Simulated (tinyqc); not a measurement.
From width/f_B back to density rho_2: longitudinal sound in a periodic multilayer: transfer matrices, stop bands and folded phonons. Computed by tinyqc, a small Python program. Command: `OMP_NUM_THREADS=1 python tinyqc.py 3001593 3001594 out.jsonl multilayer inv`. One thread of a shared host (Intel(R) Xeon(R) Processor @ 2.30GHz), about 0.02 s of CPU time with the checks.

Layers 1 and 2 repeat with period d = d_1 + d_2; waves travel normal to the layers, without loss. State vector (u, s): displacement u and stress divided by omega. Impedances Z = rho v are in 1e6 kg/(m^2 s).

Inputs (values chosen for the exercise, modelled on silica (layer 1), hafnia (layer 2) and gallium arsenide (substrate)):
```
quantity            value    unit
density rho_1        2.16  g/cm^3
velocity v_1         5890     m/s
thickness d_1        8.45      nm
velocity v_2         5570     m/s
thickness d_2        7.78      nm
substrate density    5.35  g/cm^3
substrate velocity   4810     m/s
periods N               5       -
```

Method:
- Z = rho v; interface reflection r = (Z_2 - Z_1)/(Z_2 + Z_1) (stress amplitude, from 1 into 2); Bragg frequency f_B = 1/[2 (d_1/v_1 + d_2/v_2)]; long-wave velocity v_eff = d/sqrt[(d_1/v_1)^2 + (d_2/v_2)^2 + (Z_1/Z_2 + Z_2/Z_1)(d_1/v_1)(d_2/v_2)].
- A layer maps (u, s) by [[cos p, sin p/Z], [-Z sin p, cos p]], p = 2 pi f d_i/v_i; one period is M = M_2 M_1, and cos(q d) = trace(M)/2.
- For N periods A = M^N. A wave comes from a thick layer of material 1 and leaves into the substrate (Z_s): transmitted power T = 4 Z_1 Z_s/|Z_1 A_22 + Z_s A_11 - i (Z_1 Z_s A_12 - A_21)|^2, reflected power R = 1 - T.
- Gap m contains m f_B; its edges, where trace(M)/2 = (-1)^m, are found by root search. Weak-contrast estimate of the width: (4 f_B/pi) |r sin(m pi a)|, a = (d_1/v_1)/(d_1/v_1 + d_2/v_2).

Task: A run gave the result below. Find the density rho_2, known to lie between 4.6 and 15 g/cm^3.

width/f_B = 80.71279 %

Result:

Each step takes the trial c = (a f_b - b f_a)/(f_b - f_a), f being the result less the target and a, b, c the logarithms of the listed values; c replaces end b, the old b replaces a if the sign of f changed, and otherwise f_a is halved.

Scan of the range:
```
density rho_2 (g/cm^3)  width/f_B (%)
4.60                           43.675
5.60                           55.256
6.82                           66.388
8.31                           77.014
10.10                          86.935
12.30                          96.356
15.00                         105.220
```

False position (Illinois rule, in the logarithm of the input) inside the bracket:
```
step    end a    end b    trial  width/f_B (%)
1     8.31000  10.1000  8.93683        80.7807
2     8.31000   8.9368  8.91384        80.6486
3     8.93683   8.9138  8.92500        80.7128
4     8.91384   8.9250  8.92500        80.7128
```

width/f_B rises at every point of a 13-point scan of the range (every second point is shown), so one value fits; it is bracketed by 8.31 and 10.1. Answer: density rho_2 = 8.925 g/cm^3.
